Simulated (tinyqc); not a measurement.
Donor or exciton in a quantum well (variational effective-mass method): one step, computed by the program tinyqc.

Electron and hole in their lowest subbands f(z) = cos(pi z/L); relative in-plane motion exp(-rho/lambda) (separable trial function), H = -nabla_rho^2 - 2/sqrt(rho^2 + (z_e - z_h)^2) in effective units. Mass and screening are the same in well and barrier; l = L/a* is the width in effective units. Bands are flat: no polarisation or applied field.

Problem. Effective units. mu = m m_h/(m + m_h) takes the place of m; Ry* = Ry m/eps^2, a* = a_0 eps/m; l = L/a*.

Inputs (values chosen for the exercise, modelled on ZnO):

| quantity | value | unit |
|---|---|---|
| electron mass m | 0.271 | m_0 |
| dielectric constant eps | 8 | - |
| well width L | 5.2 | nm |
| in-plane hole mass m_h | 0.343 | m_0 |

Centre: exciton. Barriers: infinite.

Constants: Ry = 13.605693123 eV; a_0 = 0.529177210903 angstrom.

Give: mass used; Ry*; a*; l.

Solution.

mass used = 0.15139 m_0

Ry* = 32.184 meV

a* = 2.7964 nm

l = 1.8595
